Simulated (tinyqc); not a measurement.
Capillary instabilities by surface diffusion: grooving and agglomeration of films, edge retraction, wire break-up and smoothing of roughness: one step, computed by the program tinyqc.

Isotropic surface energy; shapes change by surface diffusion alone.

Problem. Break-up of a free wire. A wire with r + A cos(k z) has dA/dt = (B/r^4) (kr)^2 [1 - (kr)^2] A: unstable for wavelengths above 2 pi r, fastest at kr = 1/sqrt 2 with the rate B/(4 r^4); break-up time about (4 r^4/B) ln(r/A0); each wavelength makes a sphere of radius (3 r^2 lambda_m/4)^(1/3).

Inputs (values chosen for the exercise, of the order of those of a nickel silicide film):

| quantity | value | unit |
|---|---|---|
| temperature T | 960 | K |
| time t | 13 | s |
| wire radius r | 3 | nm |
| initial ripple over radius | 0.01 | - |

B = 69.56437 nm^4/s

Give: fastest wavelength; break-up time; radius of the spheres; t over the break-up time.

Solution.

fastest wavelength = 26.66 nm

break-up time = 21.45 s

radius of the spheres = 5.646 nm

t over the break-up time = 0.6061

The wire survives t. Caution: faceting can stabilise wires along low-index directions.
